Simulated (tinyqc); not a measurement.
Binding against well width: donor or exciton in a quantum well (variational effective-mass method). Computed by tinyqc, a small Python program. Command: `OMP_NUM_THREADS=1 python tinyqc.py 3016916 3016917 out.jsonl welldonor walk`. One thread of a shared host (Intel(R) Xeon(R) Processor @ 2.30GHz), about 0.2 s of CPU time with the checks.

H = -nabla^2 - 2/|r - r_i| + V(z) in effective units; trial function psi = f(z) exp(-|r - r_i|/lambda), f the ground state of the well. Mass and screening are the same in well and barrier; l = L/a* is the width in effective units. Bands are flat: no polarisation or applied field.

Inputs (values chosen for the exercise, for a model semiconductor): electron mass m = 0.0991 m_0; dielectric constant eps = 9.8; well width L = 10 nm; donor position z_i/L from the centre = 0; barrier height V_0 = 0.14 eV.

Centre: donor. Barriers: finite.

Constants: Ry = 13.605693123 eV; a_0 = 0.529177210903 angstrom.

Method:
- Ry* = Ry m/eps^2, a* = a_0 eps/m; l = L/a*.
- k solves k tan(k l/2) = sqrt(v - k^2), v = V_0/Ry*, 0 < k l/2 < pi/2 (bisection); f = cos(k z) inside and cos(k l/2) exp(-kappa (|z| - l/2)) outside, kappa = sqrt(v - k^2); subband energy k^2 Ry*.
- Binding E_b(lambda) = -1/lambda^2 + 4 A/(lambda B), with A = int f^2 exp(-2 s/lambda) dz, B = int f^2 exp(-2 s/lambda)(1 + 2 s/lambda) dz and s = |z - z_i|; 40 Gauss-Legendre points on each piece between the walls at z = -l/2 and l/2 and z_i, and out to 12/(kappa + 1/lambda) beyond the walls.
- Each row maximises over lambda (golden section, 0.3 to 4).

a* = 5.23303 nm

Ry* = 14.0392 meV

Against width:
```
L (nm)  lambda (a*)  binding (Ry*)  binding (meV)
0.8          0.9411         1.5375         21.585
1.5          0.8989         1.7674         24.812
3.0          0.8824         1.9067         26.768
5.5          0.9193         1.8232         25.597
10.0         0.9883         1.6069         22.559
18.0         1.0490         1.3671         19.193
32.0         1.0594         1.1788         16.550
```

What follows from these numbers?

The binding peaks at 1.907 Ry* near L = 3.0 nm: in narrower wells the envelope leaks into the barriers and returns towards three dimensions. In the widest well it is 1.179 Ry*. Rows under about 2 nm are a few atomic layers, where the envelope model is only a guide.

Extremes, crossings and ranges named in words are read from the listed rows.
